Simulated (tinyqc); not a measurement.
Length of a molecular wire: coherent transport through a tight-binding bridge. Computed by the program tinyqc. T = Gamma_L Gamma_R |G_1n|^2 with the self-energies of semi-infinite chains.

A uniform bridge between two chains:
```
parameter,value
site energy (eV),1.900000
hopping in the bridge (eV),0.790000
lead hopping (eV),2.120000
couplings (eV),"1.13, 1.12"
E (eV),-0.250000
```

Transmission against length:
```
sites,T,ln T
2,4.7779e-02,-3.041
3,9.1527e-03,-4.694
4,1.7546e-03,-6.346
5,3.3644e-04,-7.997
6,6.4514e-05,-9.649
8,2.3722e-06,-12.952
9,4.5489e-07,-14.603
10,8.7229e-08,-16.255
```

Estimate the missing row, sites = 7.

Computed row:
```
sites           T     ln T
7      1.2371e-05  -11.300
```

E lies outside the band of the bridge (|E - e|/2h = 1.361 > 1), so T decays as exp(-beta n) with beta = 2 arccosh(1.361) = 1.6515 a site; the last two rows give 1.6515.
